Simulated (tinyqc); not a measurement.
Photoconductance decay in a wafer: bulk and surface recombination modes, and iron detection by pair splitting. Changing the thickness W. Computed by tinyqc, a small Python program. Command: `OMP_NUM_THREADS=1 python tinyqc.py 3113578 3113579 out.jsonl pcd sweep`. One thread of a shared host (Intel(R) Xeon(R) Processor @ 2.30GHz), about 0.04 s of CPU time with the checks.

Both faces of the wafer have the same S; injection is low and all coefficients are constant. x runs from -W/2 to W/2.

Inputs (values chosen for the exercise, modelled on p-type silicon): diffusivity D = 27.9 cm^2/s; bulk lifetime tau_b without iron = 910 microsecond; surface recombination velocity S = 52000 cm/s.

Method. Even modes cos(a x) obey b tan b = S W/(2 D) with b = a W/2, odd modes sin(a x) obey -b cot b = S W/(2 D); each decays at the rate 1/tau_b + D a^2. tau_eff is the decay time of the first mode. The surface time is 1/(D a^2) of that mode; shortcuts for it are W/(2 S), W^2/(pi^2 D) and their sum, whose error is sum/surface time - 1.

One run for each value:
```
thickness W (micrometre)  tau_eff (microsecond)  surface time (microsecond)  tau_eff/tau_b
20                                   3.2170e-02                  3.2172e-02     3.5352e-05
36                                   7.7813e-02                  7.7820e-02     8.5509e-05
63                                   1.9640e-01                  1.9645e-01     2.1583e-04
110                                  5.2842e-01                  5.2873e-01     5.8069e-04
200                                  1.6095e+00                  1.6123e+00     1.7687e-03
360                                  4.9639e+00                  4.9911e+00     5.4548e-03
630                                  1.4669e+01                  1.4909e+01     1.6119e-02
1100                                 4.2701e+01                  4.4804e+01     4.6924e-02
2000                                 1.2643e+02                  1.4683e+02     1.3893e-01
```

Describe and explain the trends.

Over the rows, tau_eff (microsecond) rises from 0.0322 to 126 (exponent d ln y / d ln x 1.5 between the first rows and 1.8 between the last); surface time (microsecond) rises from 0.0322 to 147 (exponent d ln y / d ln x 1.5 between the first rows and 2.0 between the last); tau_eff/tau_b rises from 3.54e-5 to 0.139 (exponent d ln y / d ln x 1.5 between the first rows and 1.8 between the last). At the high end the exponent of surface time is 1.99, close to 2: diffusion to fast surfaces. Plotting 1/tau_eff against 1/W separates bulk and surface while W/(2 S) is the larger part of the surface time.
